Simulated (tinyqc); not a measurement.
Global model of a low-pressure process discharge: electron temperature, density, ion flux and ion energy: one step, computed by the program tinyqc.

Maxwellian electrons with temperature T_e in eV, one positive ion, no negative ions, uniform bulk density n; rate constants have the Arrhenius form.

Problem. Biased electrode. All bias power goes to ions: V_b = P_b/(J pi r^2). Debye length at the sheath edge lambda_D = sqrt(eps_0 T_e/(e h_L n)); Child-law sheath s = (sqrt2/3) lambda_D (2 V/T_e)^(3/4), V = V_b + V_s; ion transit time tau_i = 3 s sqrt(M/(2 e V)); collisions in the sheath s/lambda_i.

Inputs (values chosen for the exercise, of the order of those of an inductive discharge in a simple atomic gas):
```
quantity                        value  unit
ion mass M                         40     u
gas temperature T_g               500     K
bias power P_b                     10     W
radius of the biased electrode     10    cm
bias frequency                     60   MHz
```

ion current density J = 1.968389 mA/cm^2

T_e = 2.780621 eV

h_L = 0.2590372

plasma density n = 1.831331e+11 1/cm^3

wall potential V_s = 13.01216 V

ion mean free path = 0.8102400 cm

Constants: eps_0 = 8.8541878128e-12 F/m; e = 1.602176634e-19 C; u = 1.6605390666e-27 kg.

Give: bias voltage V_b; lambda_D; sheath width s; ion transit time; transit time over bias period; s/lambda_i.

Solution.

bias voltage V_b = 16.17 V

lambda_D = 56.91 micrometre

sheath width s = 0.2631 mm

ion transit time = 66.52 ns

transit time over bias period = 3.991

s/lambda_i = 0.03247

Ions take many periods to cross and see the mean voltage: a narrow energy distribution. The sheath is nearly free of collisions.
